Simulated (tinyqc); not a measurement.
Inside a calculation. Method: Pariser-Parr-Pople SCF with singles CI, for the molecule [CH2+]c1ccccc1 (SMILES; centres numbered as the heavy atoms are written). Computed by tinyqc, a small Python program that keeps every step. Settings: charge = 1, gamma = MN, start = core, damping = 0.3, iteration cap = 84, excitations kept = 6. Command: `OMP_NUM_THREADS=1 python tinyqc.py 22254 22255 out.jsonl` (the two numbers bound the seeds that draw the settings). One thread of a shared host (Intel(R) Xeon(R) Processor @ 2.60GHz), about 0.01 s of CPU time with the checks. Later iterations appear only in the table of the cycle.

## PPP integrals

Centres (angstrom, eV; a flat drawing with bonds scaled to 1.40 angstrom):
```
centre          x          y  core charge z          W   gamma_rr
1C       2.400000   0.000000              1  10.460000  10.280000
2C       1.000000   0.000000              1  10.460000  10.280000
3C       0.300000   1.212000              1  10.460000  10.280000
4C      -1.100000   1.212000              1  10.460000  10.280000
5C      -1.800000   0.000000              1  10.460000  10.280000
6C      -1.100000  -1.212000              1  10.460000  10.280000
7C       0.300000  -1.212000              1  10.460000  10.280000
```

Resonance integrals (eV):
```
i  j       beta
1  2  -2.390000
2  3  -2.390000
3  4  -2.390000
4  5  -2.390000
5  6  -2.390000
6  7  -2.390000
7  2  -2.390000
```

Mataga-Nishimoto: gamma = 14.399645/(R + a), a = 2 x 14.399645/(gamma_rr + gamma_ss); H_rr = -W_r - sum_(s != r) z_s gamma_rs; H_rs = beta for bonds.

repulsion gamma_rs (eV):
```
           1C         2C         3C         4C         5C         6C         7C
1C  10.280000   5.141365   3.764222   2.820886   2.571024   2.820886   3.764222
2C   5.141365  10.280000   5.142057   3.764222   3.427880   3.764222   5.142057
3C   3.764222   5.142057  10.280000   5.141365   3.764222   3.428496   3.764865
4C   2.820886   3.764222   5.141365  10.280000   5.142057   3.764865   3.428496
5C   2.571024   3.427880   3.764222   5.142057  10.280000   5.142057   3.764222
6C   2.820886   3.764222   3.428496   3.764865   5.142057  10.280000   5.141365
7C   3.764222   5.142057   3.764865   3.428496   3.764222   5.141365  10.280000
```

core matrix H (eV):
```
            1C          2C          3C          4C          5C          6C          7C
1C  -31.342606   -2.390000    0.000000    0.000000    0.000000    0.000000    0.000000
2C   -2.390000  -36.841804   -2.390000    0.000000    0.000000    0.000000   -2.390000
3C    0.000000   -2.390000  -35.465228   -2.390000    0.000000    0.000000    0.000000
4C    0.000000    0.000000   -2.390000  -34.521892   -2.390000    0.000000    0.000000
5C    0.000000    0.000000    0.000000   -2.390000  -34.271463   -2.390000    0.000000
6C    0.000000    0.000000    0.000000    0.000000   -2.390000  -34.521892   -2.390000
7C    0.000000   -2.390000    0.000000    0.000000    0.000000   -2.390000  -35.465228
```

## Starting guess

pi electrons, sum of z_r less the charge = 6

Orbitals of the core matrix H.

P at the start:
```
           1C         2C         3C         4C         5C         6C         7C
1C   0.116125   0.382039   0.150333  -0.064246  -0.139128  -0.064246   0.150333
2C   0.382039   1.295831   0.577108  -0.074258  -0.298988  -0.074258   0.577108
3C   0.150333   0.577108   0.966229   0.697762   0.156080  -0.283315  -0.227388
4C  -0.064246  -0.074258   0.697762   0.921159   0.635476   0.114776  -0.283315
5C  -0.139128  -0.298988   0.156080   0.635476   0.813268   0.635476   0.156080
6C  -0.064246  -0.074258  -0.283315   0.114776   0.635476   0.921159   0.697762
7C   0.150333   0.577108  -0.227388  -0.283315   0.156080   0.697762   0.966229
```

## Iteration 1: Fock matrix

F_rr = H_rr + P_rr gamma_rr / 2 + sum_(s != r) P_ss gamma_rs; F_rs = H_rs - P_rs gamma_rs / 2; E = tr P (H + F) / 2 + core repulsion sum_(r<s) z_r z_s gamma_rs.

F (eV):
```
           1C         2C         3C         4C         5C         6C         7C
1C  -9.521282  -3.372100  -0.282943   0.090616   0.178850   0.090616  -0.282943
2C  -3.372100  -9.924704  -3.873762   0.139762   0.512448   0.139762  -3.873762
3C  -0.282943  -3.873762  -8.805206  -4.183725  -0.293760   0.485673   0.428042
4C   0.090616   0.139762  -4.183725  -8.651404  -4.023826  -0.216057   0.485673
5C   0.178850   0.512448  -0.293760  -4.023826  -8.603245  -4.023826  -0.293760
6C   0.090616   0.139762   0.485673  -0.216057  -4.023826  -8.651404  -4.183725
7C  -0.282943  -3.873762   0.428042   0.485673  -0.293760  -4.183725  -8.805206
```

pi energy = -75.588643 eV

## Iteration 1: orbitals and new P

Diagonalise F (the basis is taken as orthonormal) and form P = 2 sum c c over the lowest orbitals; 0.3 of the old P is kept.

orbital energies (eV): -16.919359  -14.463764  -13.520707  -8.662220  -4.147888  -4.030347  -1.218167

P after iteration 1:
```
           1C         2C         3C         4C         5C         6C         7C
1C   0.329691   0.571318   0.232059  -0.098698  -0.228158  -0.098698   0.232059
2C   0.571318   1.133905   0.529958  -0.033780  -0.246117  -0.033780   0.529958
3C   0.232059   0.529958   0.907972   0.706328   0.164317  -0.285454  -0.209703
4C  -0.098698  -0.033780   0.706328   0.947379   0.631767   0.065055  -0.285454
5C  -0.228158  -0.246117   0.164317   0.631767   0.825701   0.631767   0.164317
6C  -0.098698  -0.033780  -0.285454   0.065055   0.631767   0.947379   0.706328
7C   0.232059   0.529958  -0.209703  -0.285454   0.164317   0.706328   0.907972
```

## Iteration 2: Fock matrix

As before.

F (eV):
```
           1C          2C         3C         4C         5C         6C         7C
1C  -9.514761   -3.858677  -0.436760   0.139207   0.293300   0.139207  -0.436760
2C  -3.858677  -10.018084  -3.752536   0.063577   0.421830   0.063577  -3.752536
3C  -0.436760   -3.752536  -9.081193  -4.205744  -0.309263   0.489340   0.394752
4C   0.139207    0.063577  -4.205744  -8.860319  -4.014291  -0.122461   0.489340
5C   0.293300    0.421830  -0.309263  -4.014291  -8.714251  -4.014291  -0.309263
6C   0.139207    0.063577   0.489340  -0.122461  -4.014291  -8.860319  -4.205744
7C  -0.436760   -3.752536   0.394752   0.489340  -0.309263  -4.205744  -9.081193
```

pi energy = -76.357488 eV

## Iteration 2: orbitals and new P

As before.

orbital energies (eV): -17.254601  -14.697505  -13.816467  -8.366445  -4.397336  -4.126692  -1.471072

P after iteration 2:
```
           1C         2C         3C         4C         5C         6C         7C
1C   0.446768   0.658374   0.262255  -0.116420  -0.267343  -0.116420   0.262255
2C   0.658374   1.062452   0.499600  -0.016518  -0.216104  -0.016518   0.499600
3C   0.262255   0.499600   0.880592   0.714186   0.177373  -0.281196  -0.209563
4C  -0.116420  -0.016518   0.714186   0.955432   0.625854   0.045587  -0.281196
5C  -0.267343  -0.216104   0.177373   0.625854   0.818732   0.625854   0.177373
6C  -0.116420  -0.016518  -0.281196   0.045587   0.625854   0.955432   0.714186
7C   0.262255   0.499600  -0.209563  -0.281196   0.177373   0.714186   0.880592
```

## Iteration 3: Fock matrix

As before.

F (eV):
```
           1C          2C         3C         4C         5C         6C         7C
1C  -9.458967   -4.082470  -0.493592   0.164204   0.343673   0.164204  -0.493592
2C  -4.082470  -10.028262  -3.674485   0.031089   0.370389   0.031089  -3.674485
3C  -0.493592   -3.674485  -9.208943  -4.225945  -0.333835   0.482040   0.394487
4C   0.164204    0.031089  -4.225945  -8.997794  -3.999088  -0.085814   0.482040
5C   0.343673    0.370389  -0.333835  -3.999088  -8.817312  -3.999088  -0.333835
6C   0.164204    0.031089   0.482040  -0.085814  -3.999088  -8.997794  -4.225945
7C  -0.493592   -3.674485   0.394487   0.482040  -0.333835  -4.225945  -9.208943
```

pi energy = -76.681272 eV

## Iteration 3: orbitals and new P

As before.

orbital energies (eV): -17.395964  -14.807180  -13.978368  -8.215194  -4.537043  -4.174091  -1.610176

P after iteration 3:
```
           1C         2C         3C         4C         5C         6C         7C
1C   0.503309   0.696207   0.272257  -0.124071  -0.282902  -0.124071   0.272257
2C   0.696207   1.033243   0.483235  -0.009676  -0.201935  -0.009676   0.483235
3C   0.272257   0.483235   0.867364   0.719310   0.186427  -0.277425  -0.210948
4C  -0.124071  -0.009676   0.719310   0.958489   0.621749   0.036801  -0.277425
5C  -0.282902  -0.201935   0.186427   0.621749   0.811743   0.621749   0.186427
6C  -0.124071  -0.009676  -0.277425   0.036801   0.621749   0.958489   0.719310
7C   0.272257   0.483235  -0.210948  -0.277425   0.186427   0.719310   0.867364
```

## Convergence

Stop when output and input P, before any damping, agree to 1e-7.

Course of the cycle:
```
iteration        E (eV)  largest |P(out) - P(in)|
1          -75.58864312                  3.05e-01
2          -76.35748844                  1.67e-01
3          -76.68127249                  8.08e-02
4          -76.79614251                  3.68e-02
5          -76.83397475                  1.64e-02
6          -76.84601728                  7.24e-03
7          -76.84978902                  3.22e-03
8          -76.85096113                  1.45e-03
9          -76.85132402                  6.65e-04
10         -76.85143618                  3.13e-04
11         -76.85147084                  1.51e-04
...                 ...                       ...
15         -76.85148620                  1.34e-05
16         -76.85148630                  7.81e-06
17         -76.85148633                  4.53e-06
18         -76.85148634                  2.63e-06
19         -76.85148634                  1.53e-06
20         -76.85148634                  8.90e-07
21         -76.85148634                  5.18e-07
22         -76.85148635                  3.01e-07
23         -76.85148635                  1.76e-07
24         -76.85148635                  1.03e-07
25         -76.85148635                  6.06e-08
```

Converged in 25 iterations.

## Converged orbitals

Charges are z - P_rr.

orbital energies (eV): -17.486917  -14.884660  -14.125148  -8.097292  -4.660037  -4.210827  -1.733449

coefficients:
```
         MO1        MO2        MO3        MO4        MO5        MO6        MO7
1C  0.310265  -0.422638   0.000000   0.727369   0.000000  -0.405318  -0.178224
2C  0.547114  -0.457005   0.000000  -0.085744   0.000000   0.559289   0.414315
3C  0.399711  -0.032290   0.515917  -0.389830  -0.483560  -0.188723  -0.389364
4C  0.315386   0.384449   0.483560   0.025742   0.515917  -0.292643   0.407955
5C  0.293132   0.561102   0.000000   0.397897   0.000000   0.529529  -0.400644
6C  0.315386   0.384449  -0.483560   0.025742  -0.515917  -0.292643   0.407955
7C  0.399711  -0.032290  -0.515917  -0.389830   0.483560  -0.188723  -0.389364
```

pi charges: 1C 0.450225, 2C -0.016374, 3C 0.146036, 4C 0.037800, 5C 0.198477, 6C 0.037800, 7C 0.146036

## Singles CI, singlets

Over the 6 single excitations with the smallest orbital gaps: A = (e_a - e_i) delta + 2 (ia|jb) - (ij|ab), with (pq|rs) = sum c_mp c_mq gamma_mn c_nr c_ns. f = 2/3 w |mu|^2 in atomic units, mu = sqrt2 sum c_ia sum_m c_mi c_ma R_m.

singlet CI matrix (eV):
```
           3>4       2>4       1>4       3>5        3>6        2>5
3>4   2.809922  0.000000  0.000000  0.000000   0.156548  -0.400022
2>4   0.000000  4.319116  0.072878  0.417233   0.000000   0.000000
1>4   0.000000  0.072878  6.032655  0.267320   0.000000   0.000000
3>5   0.000000  0.417233  0.267320  6.543206   0.000000   0.000000
3>6   0.156548  0.000000  0.000000  0.000000   6.320823  -0.599728
2>5  -0.400022  0.000000  0.000000  0.000000  -0.599728   6.670165
```

singlet excitation energies (eV): 2.766320  4.243093  5.874967  5.923436  6.728447  7.159623

oscillator strengths: 0.073046  0.706923  0.021460  0.234059  0.685924  0.803838

## Singles CI, triplets

Over the 6 single excitations with the smallest orbital gaps: A = (e_a - e_i) delta - (ij|ab), with (pq|rs) = sum c_mp c_mq gamma_mn c_nr c_ns.

triplet CI matrix (eV):
```
           3>4        2>4        1>4        3>5        3>6        2>5
3>4   1.786061   0.000000   0.000000   0.000000  -0.494559  -0.110546
2>4   0.000000   2.108099   0.702789  -0.110546   0.000000   0.000000
1>4   0.000000   0.702789   4.638352  -0.640789   0.000000   0.000000
3>5   0.000000  -0.110546  -0.640789   3.817156   0.000000   0.000000
3>6  -0.494559   0.000000   0.000000   0.000000   5.363100   0.318804
2>5  -0.110546   0.000000   0.000000   0.000000   0.318804   5.596145
```

triplet excitation energies (eV): 1.717789  1.924351  3.500770  5.138486  5.172648  5.854870
